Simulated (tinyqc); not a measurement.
# Changing the Ge fraction x

Model: composition and strain of an epitaxial Si(1-x)Ge(x) layer from Raman and X-ray peaks. Computed by tinyqc, a small Python program. Command: `OMP_NUM_THREADS=1 python tinyqc.py 3014276 3014277 out.jsonl epiraman sweep`. One thread of a shared host (Intel(R) Xeon(R) Processor @ 2.30GHz), about 0.01 s of CPU time with the checks.

A (001) layer, biaxially strained in the plane. The Raman peaks follow empirical lines omega = w0 + c1 x + c3 x^3 + b eps (c3 for Si-Ge alone), with eps the in-plane strain.

Inputs (values chosen for the exercise, modelled on silicon-germanium):
```
quantity                        value      unit
degree of relaxation R              0         -
Ge fraction y of the buffer      0.69         -
lattice constant of Si          5.431  angstrom
lattice constant of Ge          5.658  angstrom
bowing B                         0.03  angstrom
2 C12/C11 of Si                 0.777         -
2 C12/C11 of Ge                  0.75         -
Si-Si: w0                       520.6      1/cm
Si-Si: c1                       -67.9      1/cm
Si-Si: strain coefficient b      -711      1/cm
Si-Ge: w0                       399.7      1/cm
Si-Ge: c1                        23.9      1/cm
Si-Ge: c3                         -36      1/cm
Si-Ge: strain coefficient b      -537      1/cm
Ge-Ge: w0                       280.4      1/cm
Ge-Ge: c1                        18.7      1/cm
Ge-Ge: strain coefficient b      -471      1/cm
X-ray wavelength             1.540598  angstrom
```

Substrate: relaxed alloy buffer.

Method:
- Relaxed lattice constant a(x) = a_Si + (a_Ge - a_Si) x - B x (1 - x).
- In-plane constant a_par = a_sub + R (a(x) - a_sub); eps = a_par/a(x) - 1; eps_perp = -(2 C12/C11) eps with 2 C12/C11 linear in x; a_perp = a(x) (1 + eps_perp). The buffer has a_sub = a(y).
- Insert x and eps in the three lines; the strain part is b eps.
- Bragg angle theta = arcsin(2 lambda/a) for (004), for the substrate with a_sub and the layer with a_perp; separation in arc seconds.

One run for each value; columns: (1) Ge fraction x; (2) Si-Si peak (1/cm); (3) Si-Ge peak (1/cm); (4) Ge-Ge peak (1/cm); (5) in-plane strain eps (per mille); (6) separation, layer less substrate (arcsec):
```
(1)      (2)     (3)     (4)      (5)      (6)
0.08  497.64  388.36  270.29   24.649   6152.6
0.18  493.58  392.62  273.96   20.811   5162.2
0.29  489.18  396.90  278.05   16.493   4063.0
0.40  484.85  400.47  282.19   12.079   2955.0
0.50  480.97  402.86  285.99    7.985   1941.0
0.60  477.15  404.22  289.82    3.815    921.5
0.71  473.00  404.24  294.08   -0.856   -205.2
0.82  468.91  402.46  298.38   -5.612  -1336.5
0.92  465.25  399.03  302.32  -10.008  -2367.9
```

What does the table show, and why?

Over the rows, Si-Si peak (1/cm) falls from 498 to 465 (exponent d ln y / d ln x -0.010 between the first rows and -0.068 between the last); Si-Ge peak (1/cm) goes from 388 through a maximum among these rows, 404 at 0.710, to 399; Ge-Ge peak (1/cm) rises from 270 to 302 (exponent d ln y / d ln x 0.017 between the first rows and 0.11 between the last). Composition and strain both change with x. The Si-Si peak moves by -38.6 per cm per unit x on average, against c1 = -67.9 without strain: eps moves towards compression as x grows, which offsets part of the fall, in proportion to 1 - R.

Caution (rows 0.0800, 0.180): strains above 2 % survive only in layers a few nanometres thick, and the linear relations lose accuracy. Caution (rows 0.0800, 0.180, 0.820, 0.920): near either end one of the like-atom peaks is weak, since its intensity follows the number of such bonds.

Extremes, crossings and ranges named in words are read from the listed rows.
